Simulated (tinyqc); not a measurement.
Atomic layer deposition: Langmuir saturation, growth per cycle and coating of deep features: one step, computed by the program tinyqc. Command: `OMP_NUM_THREADS=1 python tinyqc.py 3031211 3031212 out.jsonl ald walk`. One thread of a shared host (Intel(R) Xeon(R) Processor @ 2.30GHz), about 0.01 s of CPU time with the checks.

Precursor A sticks only on free sites, so a long enough pulse saturates; co-reactant B then frees the sites again.

Problem. Flux and saturation time. Wall flux F = p/sqrt(2 pi M k_B T); rate of filling k_a = beta F/q; desorption k_d = 1e13 exp(-E_d/(k_B T)) per second. 1/m^2 = 1e-18/nm^2. Temperatures in kelvin are T(C) + 273.15.

Inputs (values chosen for the exercise, modelled on zinc oxide from diethylzinc and water):
```
quantity                                  value    unit
precursor mass M                            124       u
site density q                              7.4  1/nm^2
sticking probability beta on free sites  0.0024       -
precursor pressure p                        1.8      Pa
temperature T                               250       C
desorption energy E_d                      1.59      eV
```

Constants: u = 1.6605390666e-27 kg; k_B = 1.380649e-23 J/K; k_B = 8.617333262e-05 eV/K.

Give: flux F; k_a; k_d; time to 99 % without desorption, ln(100)/k_a.

Solution.

flux F = 18621 1/(nm^2 s)

k_a = 6.039 1/s

k_d = 0.004816 1/s

time to 99 % without desorption, ln(100)/k_a = 0.7626 s
